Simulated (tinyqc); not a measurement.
MOSFET with velocity saturation and source resistance: one step of the calculation.

Strong inversion, charge Q = Cox (Vg - m V) at channel potential V with Vg the gate overdrive, and drift velocity v = mu E/(1 + mu E/vsat). Integrating along the channel gives I = mu Cox (1/L)(Vg Vd - m Vd^2/2)/(1 + Vd/Vc) per width, Vc = vsat L/mu, which peaks at Vdsat. Units: I in uA/um, Rs in ohm um, so the drop over Rs is 1e-6 I Rs volts.

Question. Saturation without source resistance. Vg = Vgs - VT (0 if negative), mu = mu0/(1 + th Vg), Vc = vsat L/mu, x = sqrt(1 + 2 Vg/(m Vc)), Vdsat = 2 Vg/(m (1 + x)), Isat = Cox vsat Vg (x - 1)/(x + 1) per width. Long-channel limit: mu Cox Vg^2/(2 m L); short-channel limit: Cox vsat Vg.

Values chosen for this exercise:
```
symbol,value,unit,meaning
Cox,1.62,uF/cm^2,gate capacitance
mu0,120,cm^2/(V s),mobility at low gate voltage
th,0,1/V,mobility degradation
vsat,7.6e6,cm/s,saturation velocity
m,1.28,,body factor
VT,0.36,V,threshold
L,0.1,um,channel length
Vgs,1.5,V,gate voltage
```

Wanted: Vg; mu; Vc; Vdsat; Isat; long-channel limit; short-channel limit.

Answer.

Vg = 1.1400 V
mu = 120.00 cm^2/(V s)
Vc = 0.63333 V
Vdsat = 0.60329 V
Isat = 452.82 uA/um
long-channel limit = 986.88 uA/um
short-channel limit = 1403.6 uA/um

Computed by the program tinyqc: `OMP_NUM_THREADS=1 python tinyqc.py 2500113 2500114 out.jsonl`, one thread of a shared Intel Xeon 2.30GHz, about 0.01 s for the whole run.
